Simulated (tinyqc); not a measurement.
Level and width from two currents at zero temperature.

Inverse problem. In a resonant-tunnelling diode at zero temperature a sharp resonance at Er = E0 - alpha V between the emitter band edge and Ef carries J = K (pi/2) G Tp (Ef - Er), K = q^3 mw m0/(2 pi^2 hbar^3) (times 1e-4 for A/cm^2 per eV^2), with G its full width and Tp its peak transmission, G Tp taken as constant, and no back flow. Find G Tp and E0.

Inputs (values chosen for the exercise); masses and offsets close to those of InGaAs wells and AlAs barriers:
```
symbol  value  unit                                               meaning
mw       0.04    m0                 mass in the well, spacer and contacts
Ef      0.077    eV  Fermi energy of both contacts above their band edges
alpha    0.33                               share of the bias at the well
```

Constants: q = 1.602176634e-19 C, hbar = 1.054571817e-34 J s, m0 = 9.1093837015e-31 kg. Results are converted to the units shown.

J at V = 0.51 and 0.64 V (kA/cm^2): 421.75441  1233.1115

Solution. J is linear in V: the slope gives G Tp, and the onset V0, where the line meets zero, gives E0 = Ef + alpha V0.

G Tp = 18.6 meV
E0 = 0.223 eV

Computed by the program tinyqc: `OMP_NUM_THREADS=1 python tinyqc.py 2600044 2600045 out.jsonl`, one thread of a shared Intel Xeon 2.30GHz, about 0.1 s for the whole run.
